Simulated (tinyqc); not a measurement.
Inversion layer as a triangular well, valleys of the Ge type: one step. Subband ladders. Three cases, with inputs chosen for the exercise.

Problem. The ten lowest levels of all groups of valleys together, j = 0, 1, ..., c = hbar^2/2m0; primes mark the groups with lighter m_z.

Level j of a valley lies at E_j = a_j (c (e F)^2/m_z)^(1/3) above the band edge at the surface, with the Airy zeros a_j = 2.338107, 4.087949, 5.520560, 6.786708, 7.944134, 9.022651, 10.040174, 11.008524, 11.936016, 12.828777, and has <z> = 2 E_j/(3 e F).

Constants: hbar^2/2m0 = 3.80998211 eV angstrom^2.

Case 1.

Valleys (masses in m0):

| valleys g | cos^2(theta) | m_z | m_1 | m_2 | m_d |
|---|---|---|---|---|---|
| 1 | 1.000000 | 1.595000 | 0.081000 | 0.081000 | 0.081000 |
| 3 | 0.111111 | 0.090550 | 0.081000 | 1.426778 | 0.339954 |

e F = 0.0010356331 eV/angstrom

Case 2.

Valleys (masses in m0):

| valleys g | cos^2(theta) | m_z | m_1 | m_2 | m_d |
|---|---|---|---|---|---|
| 4 | 0.333333 | 0.121274 | 0.083000 | 1.067667 | 0.297685 |

e F = 0.00093250967 eV/angstrom

Case 3.

Valleys (masses in m0):

| valleys g | cos^2(theta) | m_z | m_1 | m_2 | m_d |
|---|---|---|---|---|---|
| 2 | 0.666667 | 0.223309 | 0.082000 | 0.592667 | 0.220451 |
| 2 | 0.000000 | 0.082000 | 0.082000 | 1.614000 | 0.363797 |

e F = 0.0020054473 eV/angstrom

Give: Subbands.

Solution.

Case 1.

Subbands:

| label | valleys g | m_d (m0) | E (eV) | <z> (angstrom) |
|---|---|---|---|---|
| 0 | 1 | 0.0810 | 0.0320 | 20.59 |
| 1 | 1 | 0.0810 | 0.0559 | 36.01 |
| 2 | 1 | 0.0810 | 0.0755 | 48.63 |
| 0' | 3 | 0.3400 | 0.0832 | 53.59 |
| 3 | 1 | 0.0810 | 0.0929 | 59.78 |
| 4 | 1 | 0.0810 | 0.1087 | 69.97 |
| 5 | 1 | 0.0810 | 0.1235 | 79.47 |
| 6 | 1 | 0.0810 | 0.1374 | 88.44 |
| 1' | 3 | 0.3400 | 0.1455 | 93.69 |
| 7 | 1 | 0.0810 | 0.1506 | 96.97 |

The second subband is 1, 23.9 meV above the first.

Case 2.

Subbands:

| label | valleys g | m_d (m0) | E (eV) | <z> (angstrom) |
|---|---|---|---|---|
| 0 | 4 | 0.2977 | 0.0704 | 50.34 |
| 1 | 4 | 0.2977 | 0.1231 | 88.02 |
| 2 | 4 | 0.2977 | 0.1663 | 118.87 |
| 3 | 4 | 0.2977 | 0.2044 | 146.13 |
| 4 | 4 | 0.2977 | 0.2393 | 171.05 |
| 5 | 4 | 0.2977 | 0.2717 | 194.27 |
| 6 | 4 | 0.2977 | 0.3024 | 216.18 |
| 7 | 4 | 0.2977 | 0.3316 | 237.03 |
| 8 | 4 | 0.2977 | 0.3595 | 257.00 |
| 9 | 4 | 0.2977 | 0.3864 | 276.22 |

The second subband is 1, 52.7 meV above the first.

Case 3.

Subbands:

| label | valleys g | m_d (m0) | E (eV) | <z> (angstrom) |
|---|---|---|---|---|
| 0 | 2 | 0.2205 | 0.0957 | 31.82 |
| 0' | 2 | 0.3638 | 0.1337 | 44.44 |
| 1 | 2 | 0.2205 | 0.1674 | 55.64 |
| 2 | 2 | 0.2205 | 0.2260 | 75.13 |
| 1' | 2 | 0.3638 | 0.2337 | 77.69 |
| 3 | 2 | 0.2205 | 0.2778 | 92.36 |
| 2' | 2 | 0.3638 | 0.3156 | 104.92 |
| 4 | 2 | 0.2205 | 0.3252 | 108.12 |
| 5 | 2 | 0.2205 | 0.3694 | 122.79 |
| 3' | 2 | 0.3638 | 0.3880 | 128.98 |

The second subband is 0', 38.0 meV above the first.

Computed by tinyqc, one run a case: `OMP_NUM_THREADS=1 python tinyqc.py N N+1 out.jsonl` with N = 1281510, 1282162, 1282576; one thread of a shared Intel(R) Xeon(R) Processor @ 2.30GHz, about 0.05 s a run at most.
